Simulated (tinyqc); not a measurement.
## Thin-film transistor with exponential tail and deep states, accumulation layer: effect of the gate capacitance

An undoped film in accumulation, thicker than the space-charge layer. With band bending psi the Fermi level lies E0 - psi below the band edge. Free electrons n = n0 exp(psi/Vt) carry the current; electrons in two exponential distributions of traps, a = a0 exp(psi/Va) and d = d0 exp(psi/Vp), do not. Linear regime, ohmic contacts, traps in equilibrium.

Va = kB Tt/q, Vp = kB Td/q; n0 = Nc exp(-E0/Vt), a0 = Nt th(T/Tt) exp(-E0/Va), d0 = Nd th(T/Td) exp(-E0/Vp), th(x) = pi x/sin(pi x). G(psi) = sum over the three kinds of c0 [V (exp(psi/V) - 1) - psi], field F = sqrt(2 q G/(eps0 eps_r)); Vg = psi + eps0 eps_r F/Ci at the surface. Total charge Q = Ci (Vg - psi_s); free charge Qf = q times the integral of n0 (exp(psi/Vt) - 1)/F over psi from 0 to psi_s; I = (W/L) mb Qf Vd; effective mobility mb Qf/Q.

Inputs (values chosen for the exercise); values close to those of an organic semiconductor: temperature T = 290 K; relative permittivity of the semiconductor eps_r = 3.2; density of extended states Nc = 1.2e20 cm^-3; band mobility mb = 2.6 cm^2/(V s); total density of tail states Nt = 8e19 cm^-3; characteristic temperature of the tail Tt = 420 K; total density of deep states Nd = 2.5e17 cm^-3; characteristic temperature of the deep states Td = 1150 K; bulk Fermi level below the band edge E0 = 0.49 eV; ratio W/L WL = 5; drain voltage Vd = 0.2 V; gate voltage above flat band Vg = 5.8 V.

Constants: q = 1.602176634e-19 C, kB = 1.380649e-23 J/K, Vt = kB T/q, eps0 = 8.8541878128e-14 F/cm where lengths are in cm. Results are converted to the units shown.

Result of one run:
```
E0 - psi_s (eV)  Q (nC/cm^2)  free share (%)  effective mobility (cm^2/(V s))  I (nA)
0.1541                 103.8           3.992                           0.1038   10.78
```

Which gate capacitance Ci gave this result: 12, 19, 46 or 110 nF/cm^2?

Ci = 19 nF/cm^2.

The whole series:
```
Ci (nF/cm^2)  E0 - psi_s (eV)  Q (nC/cm^2)  free share (%)  effective mobility (cm^2/(V s))  I (nA)
12                     0.1873        65.97           2.587                          0.06727   4.438
19                     0.1541        103.8           3.992                           0.1038   10.78
30                     0.1218        163.0           5.968                           0.1552   25.28
46                    0.09218        248.5           8.488                           0.2207   54.84
73                    0.06082        392.1           12.10                           0.3146   123.3
110                   0.03359        587.8           16.18                           0.4207   247.3
```

As Ci goes from 12 to 110 nF/cm^2, the free share rises from 2.59 to 16.2 %, the distance of the Fermi level from the edge falls from 0.187 to 0.0336 eV and the current rises from 4.44 to 247 nA. At Ci = 110 nF/cm^2 the surface Fermi level is within 2 Vt of the band edge, where the exponential forms fail. For Ci = 30 to 110 nF/cm^2 the th form, which assumes a Fermi level far below the edge, overcounts the filled tail at the surface by more than 15 %.

Program tinyqc, `OMP_NUM_THREADS=1 python tinyqc.py 2610114 2610115 out.jsonl`; Intel Xeon 2.30GHz, shared host, one thread, about 0.02 s.
